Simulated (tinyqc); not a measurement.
Pressure series at fixed power: global model of a low-pressure process discharge: electron temperature, density, ion flux and ion energy. Computed by tinyqc, a small Python program. Command: `OMP_NUM_THREADS=1 python tinyqc.py 3113742 3113743 out.jsonl plasma walk`. One thread of a shared host (Intel(R) Xeon(R) Processor @ 2.30GHz), about 0.01 s of CPU time with the checks.

Maxwellian electrons with temperature T_e in eV, one positive ion, no negative ions, uniform bulk density n; rate constants have the Arrhenius form.

Inputs (values chosen for the exercise, of the order of those of an inductive discharge in a simple atomic gas):

| quantity | value | unit |
|---|---|---|
| ion mass M | 35.5 | u |
| ionisation prefactor K0 | 5.4e-14 | m^3/s |
| ionisation energy E_iz | 13 | eV |
| excitation prefactor X0 | 1.3e-14 | m^3/s |
| excitation energy E_ex | 11.7 | eV |
| elastic rate constant K_el | 6.5e-14 | m^3/s |
| ion-neutral cross section | 9.1e-19 | m^2 |
| gas temperature T_g | 400 | K |
| radius R | 13 | cm |
| height L | 15 | cm |
| absorbed power P | 1100 | W |

Constants: k_B = 1.380649e-23 J/K; e = 1.602176634e-19 C; u = 1.6605390666e-27 kg; m_0 = 9.1093837015e-31 kg.

Method:
- n_g = p/(k_B T_g), lambda_i = 1/(n_g sigma), K_iz = K0 exp(-E_iz/T_e), h_L = 0.86/sqrt(3 + L/(2 lambda_i)), h_R = 0.8/sqrt(4 + R/lambda_i), A_eff = 2 pi R^2 h_L + 2 pi R L h_R and d_eff = pi R^2 L/A_eff follow p.
- Particle balance: K0 exp(-E_iz/T_e) n_g d_eff = u_B, u_B = sqrt(e T_e/M).
- E_c = E_iz + (X0 exp(-E_ex/T_e) E_ex + K_el (3 m_0/M) T_e)/K_iz; E_T = E_c + (5/2) T_e + (T_e/2) ln(M/(2 pi m_0)); n = P/(e u_B A_eff E_T); J = e h_L n u_B. Pressures without a root below 2 E_iz are left out.

Against pressure:

| p (Pa) | T_e (eV) | E_c (eV) | E_T (eV) | n (1/cm^3) | J (mA/cm^2) |
|---|---|---|---|---|---|
| 0.1 | 3.8773 | 16.945 | 44.551 | 5.6569e+11 | 12.294 |
| 0.2 | 3.0165 | 17.347 | 38.824 | 8.4495e+11 | 14.251 |
| 0.5 | 2.3084 | 17.983 | 34.418 | 1.4298e+12 | 16.288 |
| 1.0 | 1.9478 | 18.576 | 32.444 | 2.1518e+12 | 17.407 |
| 2.0 | 1.6792 | 19.324 | 31.280 | 3.2443e+12 | 18.140 |
| 5.0 | 1.4176 | 20.807 | 30.900 | 5.4832e+12 | 18.424 |
| 10.0 | 1.2676 | 22.866 | 31.892 | 7.8622e+12 | 17.872 |
| 20.0 | 1.1464 | 27.137 | 35.299 | 1.0507e+13 | 16.157 |

What follows from these numbers?

T_e falls from 3.88 to 1.15 eV, n changes by a factor 18.6 and J by 1.31; in J = P h_L/(A_eff E_T), E_T changes by a factor 0.79 and is least at 5 Pa, between wall losses at high T_e and excitation losses at low T_e.

Extremes, crossings and ranges named in words are read from the listed rows.
